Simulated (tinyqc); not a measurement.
Thin-film optics by transfer matrices: one step. Layer matrices and their product. Two cases, with inputs chosen for the exercise.

Question. Form each matrix and multiply from the top down.

Indices N = n + i k. Snell: N0 sin(theta) = N_j sin(theta_j), with Im(N_j cos theta_j) >= 0. Admittance y_j = N_j cos theta_j for s and N_j/cos theta_j for p. Phase delta_j = 2 pi N_j cos theta_j d_j/lambda. Layer matrix [[cos delta, -i sin delta/y], [-i y sin delta, cos delta]], multiplied from the top down to M. (B, C) = M (1, y_sub); r = (y0 B - C)/(y0 B + C), R = |r|^2, T = 4 Re y0 Re y_sub/|y0 B + C|^2, absorbed in the films 1 - R - T.

Give: matrix of film 1; matrix of film 2; M.

Case 1.

y_j: ambient 2.000000, film 1 1.954445+0.019256i, film 2 2.016401+0.248529i, substrate 1.372193+1.726906i

delta_j (rad): film 1 4.899763+0.104115i, film 2 1.228756+0.277457i

Answer.

matrix of film 1:
```
                1               2
1  0.1873+0.1025i  0.0149+0.5053i
2  0.0190+1.9310i  0.1873+0.1025i
```

matrix of film 2:
```
                1                2
1  0.3484-0.2648i  -0.0129-0.4837i
2  0.4333-1.9498i   0.3484-0.2648i
```

M:
```
                1               2
1  1.0840+0.1760i  0.1861+0.0802i
2  0.7988+0.3470i  1.0262-0.0479i
```

Case 2.

y_j: ambient 1.154701, film 1 3.932448+0.040650i, film 2 1.529099, substrate 3.646313+2.815051i

delta_j (rad): film 1 1.984874+0.021215i, film 2 3.239211

Answer.

matrix of film 1:
```
                 1                2
1  -0.4024-0.0194i  -0.0046-0.2328i
2   0.0037-3.6013i  -0.4024-0.0194i
```

matrix of film 2:
```
         1        2
1  -0.9952  0.0637i
2  0.1490i  -0.9952
```

M:
```
                 1               2
1   0.4352+0.0186i  0.0058+0.2060i
2  -0.0007+3.5241i  0.6301+0.0196i
```

Each matrix has determinant 1, and so has M.

Computed by tinyqc, one run a case: `OMP_NUM_THREADS=1 python tinyqc.py N N+1 out.jsonl` with N = 1650058, 1650059; one thread of a shared Intel(R) Xeon(R) Processor @ 2.30GHz, about 0.01 s a run at most.
